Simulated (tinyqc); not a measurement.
Inside a calculation: tunnelling through a thin dielectric with one trap, as a tight-binding chain. Values are carried at full precision from step to step, so a last printed digit may differ when a step is redone from the rounded ones.

Hopping -t everywhere, t = c/(m a^2), c = hbar^2/2m0; lead sites at 2t (band bottom 0), barrier sites 1 to N at 2t + phi, and site j has U besides. No voltage. Leads give S = -t exp(ika) on sites 1 and N, cos(ka) = 1 - E/(2t). T = (2 t sin(ka))^2 |G_1N|^2, G = (E - H - S)^-1. In the barrier cosh(q a) = 1 + (phi - E)/(2t).

Constants: hbar^2/2m0 = 3.80998211 eV angstrom^2; hbar = 6.58211957e-16 eV s.

Inputs chosen for the exercise (barrier and mass of the size used for Al2O3 on silicon; shifted at random, so the results belong to these values and not to a real crystal):

| symbol | value | unit | meaning |
|---|---|---|---|
| a | 2 | angstrom | site spacing |
| m | 0.27 | m0 | mass, the same in leads and barrier |
| phi | 2.14 | eV | conduction edge of the barrier above that of the leads |
| U | -3.85 | eV | extra energy on the trap site |
| E | 0.75 | eV | electron energy |
| N | 10 |  | barrier sites |
| j | 6 |  | site of the trap |

## Scales

Form t, ka, q a, and the level of the trap in an endless barrier, Eb = phi + 2t - sqrt(4 t^2 + U^2).

t = 3.5278 eV
ka = 0.46527 rad
q a = 0.61783
Eb = 1.1579 eV

## The matrix E - H - S

Fill it in.

E - H - S (eV):
```
                  1        2        3        4        5        6
1   -5.2928+1.5828i   3.5278   0.0000   0.0000   0.0000   0.0000
2            3.5278  -8.4455   3.5278   0.0000   0.0000   0.0000
3            0.0000   3.5278  -8.4455   3.5278   0.0000   0.0000
4            0.0000   0.0000   3.5278  -8.4455   3.5278   0.0000
5            0.0000   0.0000   0.0000   3.5278  -8.4455   3.5278
6            0.0000   0.0000   0.0000   0.0000   3.5278  -4.5955
7            0.0000   0.0000   0.0000   0.0000   0.0000   3.5278
8            0.0000   0.0000   0.0000   0.0000   0.0000   0.0000
9            0.0000   0.0000   0.0000   0.0000   0.0000   0.0000
10           0.0000   0.0000   0.0000   0.0000   0.0000   0.0000

          7        8        9               10
1    0.0000   0.0000   0.0000           0.0000
2    0.0000   0.0000   0.0000           0.0000
3    0.0000   0.0000   0.0000           0.0000
4    0.0000   0.0000   0.0000           0.0000
5    0.0000   0.0000   0.0000           0.0000
6    3.5278   0.0000   0.0000           0.0000
7   -8.4455   3.5278   0.0000           0.0000
8    3.5278  -8.4455   3.5278           0.0000
9    0.0000   3.5278  -8.4455           3.5278
10   0.0000   0.0000   3.5278  -5.2928+1.5828i
```

## Transmission

Invert the matrix; T = (2 t sin(ka))^2 |G_1N|^2.

first row of G (1/eV): -0.2442-0.1157i  -0.1349-0.06398i  -0.07861-0.03748i  -0.05334-0.02576i  -0.04909-0.02418i  -0.06419-0.03213i  -0.03452-0.01767i  -0.01846-0.01018i  -0.009669-0.006707i  -0.004688-0.005873i

T = 0.0005658

Without the trap T is 1.63e-05: the trap changes it by a factor 34.7 at this energy.

## The resonance

Resonance: the lowest eigenvalue of H + S(E), iterated until its real part equals E (40 rounds from Eb = phi + 2t - sqrt(4t^2 + U^2), the level in an endless barrier). With v the normalised squared amplitudes of that state, Gamma_L = 2 t sin(ka) v_1, Gamma_R = 2 t sin(ka) v_N; Breit-Wigner T = Gamma_L Gamma_R/((E - Er)^2 + (Gamma_L + Gamma_R)^2/4).

Find Er, the two widths, the peak height 4 Gamma_L Gamma_R/(Gamma_L + Gamma_R)^2 and the escape time hbar/(Gamma_L + Gamma_R).

Er = 1.1605 eV

widths (meV): left 11.99, right 34.03

peak height = 0.7706
escape time = 14.3 fs

squared amplitudes: 0.0031  0.0073  0.0208  0.0596  0.1696  0.4815  0.1692  0.0592  0.0208  0.0088

The nearby leads move the level 2.6 meV above its value in an endless barrier. The trap is closer to the right lead, which takes 73.9 % of the escapes.

## Checks

- T at Er from the chain against the Breit-Wigner peak: 0.769 against 0.771.
- T without trap against the closed form for a lattice barrier: both 1.629e-05.

Program tinyqc; command `OMP_NUM_THREADS=1 python tinyqc.py 1482035 1482036 out.jsonl`; about 0.08 s on one thread of a shared Intel(R) Xeon(R) Processor @ 2.30GHz.
